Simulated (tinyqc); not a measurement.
Thin film between two gates, subbands and threshold shift from confinement: two steps of the calculation.

Undoped body with a flat potential across it, hard walls, transport along x. Three valley pairs (g = 2 each) with the longitudinal mass along x, y or z. Non-parabolicity enters the subband edges through E (1 + al E) = gamma, so E = 2 gamma/(1 + sqrt(1 + 4 al gamma)); motion within a subband is taken as parabolic with the band-edge mass. Energies are counted from the bulk band edge.

Values chosen for this exercise; masses close to those of silicon:
```
symbol,value,unit,meaning
T,200,K,temperature
ml,0.917,m0,longitudinal mass
mt,0.189,m0,transverse mass
al,0.5,1/eV,non-parabolicity
t,8.1,nm,film thickness (along z)
dl,0.2,nm,widening of the box by penetration into the insulator
```

Constants: q = 1.602176634e-19 C, kB = 1.380649e-23 J/K, hbar = 1.054571817e-34 J s, m0 = 9.1093837015e-31 kg, Vt = kB T/q, hbar^2/(2 m0) = 0.0380998212 eV nm^2. Results are converted to the units shown.

Problem 1. Lowest subbands. gamma = C (pi k/(t + dl))^2/mz, C = hbar^2/(2 m0). List the 5 lowest, labelled by valley axis and quantum numbers, with degeneracy g and N_k: N_k = g sqrt(mx my) m0 kB T/(pi hbar^2).

Wanted: E_k; g; N_k.

Solution 1.

```
subband,E_k (eV),g,N_k (cm^-2)
z1,0.005935,2,2.721e12
z2,0.02353,2,2.721e12
x1,0.02848,2,5.994e12
y1,0.02848,2,5.994e12
z3,0.05221,2,2.721e12
```

Problem 2. Threshold shift. Each subband has N_k = g sqrt(mx my) m0 kB T/(pi hbar^2); without degeneracy n = exp(EF/Vt) sum N_k exp(-E_k/Vt). Classical value Nc times t, Nc = sum over valleys of 2 g (m m0 kB T/(2 pi hbar^2))^1.5 with m = (mx my mz)^(1/3). Threshold shift dVT = Vt ln(classical value/sum N_k exp(-E_k/Vt)). Use the subbands listed.

```
subband,E_k (eV),N_k (cm^-2)
z1,0.0059348580,2.7213969e12
z2,0.023532977,2.7213969e12
x1,0.028475084,5.9943990e12
y1,0.028475084,5.9943990e12
z3,0.052209317,2.7213969e12
```

Give: shares; sum N_k exp(-E_k/Vt); Nc; classical value; dVT.

Solution 2.

shares, subband z1 to z3 (%): [38.173, 13.750, 22.736, 22.736, 2.604]
sum N_k exp(-E_k/Vt) = 5.0522e12 cm^-2
Nc = 1.4833e19 cm^-3
classical value = 1.2015e13 cm^-2
dVT = 14.931 mV

Numbers from tinyqc (`OMP_NUM_THREADS=1 python tinyqc.py 2350136 2350137 out.jsonl`; about 0.09 s on one thread of a shared Intel Xeon 2.30GHz).
